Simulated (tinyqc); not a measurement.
# Collinear exchange A + BC -> AB + C on a London-Eyring-Polanyi-Sato surface: saddle, string of images and rate, step by step

A worked calculation. Computed by tinyqc, a small Python program that keeps every step. Command: `OMP_NUM_THREADS=1 python tinyqc.py 3113783 3113784 out.jsonl leps walk`. One thread of a shared host (Intel(R) Xeon(R) Processor @ 2.30GHz), about 0.04 s of CPU time with the checks. Intermediate numbers are printed to about 7 digits and carried at full precision; extremes and crossings named in words are read from the listed rows.

x = r(AB), y = r(BC), r(AC) = x + y. V is counted from separated atoms, the barrier from A + BC, that is V + D(BC).

Inputs (values chosen for the exercise, bond data loosely for abstraction of hydrogen from a Ge-H bond by a hydrogen atom; the barrier is not fitted):
```
quantity,value,unit
D(AB),4.81,eV
r0(AB),0.742,angstrom
beta(AB),1.94,1/angstrom
D(BC),3.61,eV
r0(BC),1.53,angstrom
beta(BC),1.45,1/angstrom
D(AC),3.72,eV
r0(AC),1.53,angstrom
beta(AC),1.45,1/angstrom
Sato parameter S,0.044,-
mass of A,1.008,u
mass of B,1.008,u
mass of C,72.6,u
temperature T,700,K
step of the string,0.02,angstrom^2/eV
```

Constants: nu for 1 eV/(angstrom^2 u) = 15.6333042 THz; h x 1 THz = 4.135667696 meV; k_B = 1.380649e-23 J/K; u = 1.6605390666e-27 kg; k_B = 8.617333262e-05 eV/K.

## One point of the surface

For each pair, with u = exp(-beta (r - r0)): Q = D [(3 + S) u^2 - (2 + 6 S) u]/(4 (1 + S)), J = D [(1 + 3 S) u^2 - (6 + 2 S) u]/(4 (1 + S)); V = Q1 + Q2 + Q3 - sqrt(((J1 - J2)^2 + (J2 - J3)^2 + (J3 - J1)^2)/2). Take x = r0(AB) + 0.3 and y = r0(BC) + 0.1 angstrom.

Pair terms:
```
pair,u,Q (eV),J (eV)
AB,0.5587797,-0.3624025,-3.511209
BC,0.8650223,0.2760265,-3.820256
AC,0.1909202,-0.2862047,-0.998645
```

V = -3.053063 eV

## Relaxing the string

String of 9 images between the fixed ends (r0(AB) + 2, r0(BC)) and (r0(AB), r0(BC) + 2), started on the two straight legs through (r0(AB) + 0.3, r0(BC) + 0.3): each iteration moves the inner images by -step x gradient (central differences) and spaces them evenly again along the broken line (coordinates are kept between 0.2 and 8 angstrom); stop when no coordinate changes by more than 1e-5 angstrom, at most 400 iterations.

Course:
```
iteration,highest inner image above A + BC (eV),largest move (angstrom)
1,0.4953008,6.300415e-02
2,0.4723324,4.989299e-02
3,0.4559645,3.315575e-02
4,0.4441593,1.890432e-02
5,0.4354358,1.228096e-02
6,0.4290472,1.021180e-02
7,0.4244819,8.346746e-03
...,...,...
33,0.4147503,3.157973e-05
34,0.4147514,2.585957e-05
35,0.4147523,2.116918e-05
36,0.4147530,1.732506e-05
37,0.4147537,1.417584e-05
38,0.4147542,1.159684e-05
39,0.4147547,9.485477e-06
```

Images at the end:
```
image,x (angstrom),y (angstrom),V + D(BC) (eV)
0,2.742000,1.530000,0.033419
1,2.297224,1.533807,0.076350
2,1.852623,1.544836,0.180565
3,1.414206,1.614608,0.414755
4,1.027170,1.833796,0.282654
5,0.782818,2.199889,-0.623294
6,0.748278,2.640449,-0.953879
7,0.744022,3.085213,-1.086653
8,0.742000,3.530000,-1.144932
```

last move = 9.485477e-06 angstrom

Converged in 39 iterations.

## Saddle by Newton steps

From the highest inner image, z -> z - H^-1 g with gradient g and Hessian H by central differences, steps capped at 0.15 angstrom, 12 steps.

The first seven points:
```
step,x,y,V + D(BC) (eV),|g| (eV/angstrom)
0,1.414206,1.614608,0.4147547,6.588330e-01
1,1.269080,1.652535,0.4946320,3.553012e-01
2,1.192790,1.697588,0.5052377,1.545091e-01
3,1.213594,1.692305,0.5066333,6.373360e-03
4,1.214532,1.692101,0.5066357,1.277974e-05
5,1.214533,1.692101,0.5066357,0
6,1.214533,1.692101,0.5066357,0
```

saddle (x, y) (angstrom): [1.214533, 1.692101]

barrier = 0.5066357 eV

Hessian (eV/angstrom^2):
```
,x,y
x,-2.820090,6.415575
y,6.415575,5.121710
```

The highest image lies 91.9 meV below the saddle. Stretches at the saddle: AB 0.473, BC 0.162 angstrom, for a reaction energy D(BC) - D(AB) = -1.20 eV: an early barrier for an exothermic step.

## Frequencies at the saddle

Wilson matrix G = [[1/m_A + 1/m_B, -1/m_B], [-1/m_B, 1/m_B + 1/m_C]]; eigenvalues lambda of G H give nu = 15.6333042 THz x sqrt(|lambda|), the negative one being imaginary. Reactant: nu_BC from k = 2 D beta^2 and 1/m_B + 1/m_C. Skew angle: cos = sqrt(m_A m_C/((m_A + m_B)(m_B + m_C))).

imaginary frequency = 63.63326 THz

real frequency at the saddle = 28.80413 THz

nu_BC = 61.08735 THz

skew angle = 45.39232 degrees

## Transition-state rate

One-dimensional rate constant without tunnelling, k = sqrt(k_B T/(2 pi mu)) [sinh(h nu_BC/(2 k_B T))/sinh(h nu_s/(2 k_B T))] exp(-barrier/(k_B T)) with mu = m_A (m_B + m_C)/(m_A + m_B + m_C); Wigner factor 1 + (h nu_i/(k_B T))^2/24; adiabatic barrier = barrier + h (nu_s - nu_BC)/2.

adiabatic barrier = 0.4398794 eV

rate constant k = 75.13727 cm/s

Wigner factor = 1.793061

## Rate against temperature

The formulas are those given above.

Rates; the last column is k_B T^2 d ln k/dT:
```
T (K),k (cm/s),Wigner factor,activation energy (eV)
300,2.601901e-03,5.317776,0.4539921
400,2.160157e-01,3.428749,0.4608306
550,8.631510e+00,2.284627,0.4728464
750,1.287570e+02,1.690844,0.4894289
1000,8.848568e+02,1.388600,0.5086572
1400,4.976694e+03,1.198265,0.5354354
2000,1.958822e+04,1.097150,0.5698071
```

The activation energy goes from 0.454 eV at 300 K, near the adiabatic barrier plus k_B T/2 (0.453), to 0.570 eV at 2000 K; the classical limit is the barrier plus k_B T/2 (0.593).

Checks made by the program: V for A far away against -D(BC) (relative difference below 1e-10).
